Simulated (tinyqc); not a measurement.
Inside a calculation: defect-molecule model of a vacancy with Jahn-Teller distortion. Values are carried at full precision from step to step, so a last printed digit may differ when a step is redone from the rounded ones.

Four dangling hybrids a, b, c, d point into the vacancy: H_ii = E0, and -gm between any two. A tetragonal distortion Q pairs a with b and c with d: those two couplings become -gm - I Q and the other four -gm + I Q/2, at an elastic cost k Q^2/2. The a1 level holds two electrons; charge states 2+, + and 0 put n = 0, 1, 2 more into the lowest level of t2 origin. Energy from the 2+ state at Q = 0, with the Fermi level mu counted from Ev: W_n(Q) = n (et - 2 I Q) + k Q^2/2 + Uc n (n - 1)/2 - n mu. et = E0 + gm is the undistorted t2 level.

Parameters, chosen for this exercise (of the size used for the vacancy in silicon; the results hold for these values, not for the real material):
- E0 = -0.09 eV (level of a dangling hybrid, from Ev)
- gm = 0.32 eV (coupling between two dangling hybrids)
- I = 0.91 eV/angstrom (Jahn-Teller coupling)
- k = 18.7 eV/angstrom^2 (force constant of the mode)
- Uc = 0.22 eV (repulsion of two electrons in one orbital)
- Q = 0.25 angstrom (a trial distortion)

## The molecule at a trial distortion

Fill in H at Q.

H (eV), rows a, b, c, d and columns alike:
```
[[-0.0900, -0.5475, -0.2062, -0.2062],
 [-0.5475, -0.0900, -0.2062, -0.2062],
 [-0.2062, -0.2062, -0.0900, -0.5475],
 [-0.2062, -0.2062, -0.5475, -0.0900]]
```

## One-electron levels

Diagonalise. By symmetry: a + b + c + d at E0 - 3 gm, a + b - c - d at E0 + gm - 2 I Q, and the pair a - b, c - d at E0 + gm + I Q.

levels (eV): [-1.0500, -0.2250, 0.4575, 0.4575]

The t2 triplet has split by 3 I Q = 0.6825 eV, and its centre has stayed.

## Relaxed charge states

Minimise W_n over Q: Q_n = 2 n I/k, gain n^2 E_JT with E_JT = 2 I^2/k. W_n at mu = 0 is n et - n^2 E_JT + Uc n (n - 1)/2.

E_JT = 0.0886 eV

States:
```
n  charge  Q_n (angstrom)  gain (eV)  W_n (eV)
0      2+          0.0000     0.0000    0.0000
1       +          0.0973     0.0886    0.1414
2       0          0.1947     0.3543    0.3257
```

## Transition levels and the effective U

From the energies W_n of the relaxed states with n = 0, 1, 2 electrons: E(2+/+) = W1 - W0, E(+/0) = W2 - W1, U_eff = E(+/0) - E(2+/+), E(2+/0) = (W2 - W0)/2.

levels above Ev (eV): (2+/+) 0.1414, (+/0) 0.1843, (2+/0) 0.1629

U_eff = 0.0429 eV

U_eff > 0: the + state is the lowest for mu between 0.1414 and 0.1843 eV. The vacancy in silicon is known as a negative-U centre; these values fall on the other side of the balance.

## Vertical against thermal levels

At fixed Q the level for adding the first electron is et - 2 I Q. Capture into 2+ at Q0 = 0 costs et; removal from + at Q1 = 2 I/k takes place at et - 2 E_JT, E_JT = 2 I^2/k; the thermal level lies between, and the Franck-Condon shift is E_JT on each side. et = E0 + gm.

levels (eV): vertical at Q0 0.2300, thermal 0.1414, vertical at Q1 0.0529

Stokes shift = 0.1771 eV

## Checks

- W2 from the formula against a numerical minimum over Q with the level from H(Q): both 0.32573.

Computed by tinyqc, a small Python program: `OMP_NUM_THREADS=1 python tinyqc.py 1452032 1452033 out.jsonl` (the numbers bound the seed that draws the inputs); one thread of a shared host (Intel(R) Xeon(R) Processor @ 2.30GHz), about 0.01 s for the whole set of steps.
